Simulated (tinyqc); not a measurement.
## Stability and critical current from long pulses

Question. For long pulses a magnetic tunnel junction switches at I = Ic0 [1 - ln(tp/t0)/Delta]. Find Ic0 and Delta.

Inputs (values chosen for the exercise): attempt time t0 = 1 ns.

switching current for pulses of 0.0001 and 0.01 s (uA): 88.294115  83.172233

Answer. I is linear in ln tp: it equals Ic0 at tp = t0, and the slope is -Ic0/Delta.

Ic0 = 101.1 uA
Delta = 90.90

Numbers from tinyqc (`OMP_NUM_THREADS=1 python tinyqc.py 2450134 2450135 out.jsonl`; about 0.01 s on one thread of a shared Intel Xeon 2.30GHz).
